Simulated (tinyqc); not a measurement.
A particle near a wafer in liquid: double-layer and van der Waals forces (DLVO), deposition barrier and removal: one step, computed by the program tinyqc. Command: `OMP_NUM_THREADS=1 python tinyqc.py 3112973 3112974 out.jsonl dlvo walk`. One thread of a shared host (Intel(R) Xeon(R) Processor @ 2.30GHz), about 0.01 s of CPU time with the checks.

Sphere and flat wall, Derjaguin approximation, constant potentials in the linear-superposition form, no retardation and no hydration force.

Problem. The curve. U(h) = Z R exp(-kappa h) - A R/(6 h); F(h) = -dU/dh = kappa Z R exp(-kappa h) - A R/(6 h^2), positive for repulsion.

Inputs (values chosen for the exercise, of the order of those for ceria on silica in water): particle radius R = 420 nm; Hamaker constant A = 1.6e-20 J; temperature T = 323 K.

kappa = 1.053083 1/nm

Z = 21.74616 pN

Constants: k_B = 1.380649e-23 J/K.

Give: the table «Against the gap» with the columns kappa h, U (k_B T), F (pN), for h (nm) = 0.4, 0.6, 1.0, 1.5, 2.5, 4.0, 7.0, 12.0, 20.0, 40.0.

Solution.

Against the gap:
```
h (nm),kappa h,U (k_B T),F (pN)
0.4,0.42,716.1,-6.882e+02
0.6,0.63,670.2,2.002e+03
1.0,1.05,463.3,2.235e+03
1.5,1.58,254.6,1.484e+03
2.5,2.63,46.8,5.122e+02
4.0,4.21,-32.5,7.246e+01
7.0,7.37,-34.6,-1.681e+01
12.0,12.64,-20.9,-7.747e+00
20.0,21.06,-12.6,-2.800e+00
40.0,42.12,-6.3,-7.000e-01
```

Caution: in rows with kappa h below 1 linear superposition is only rough.
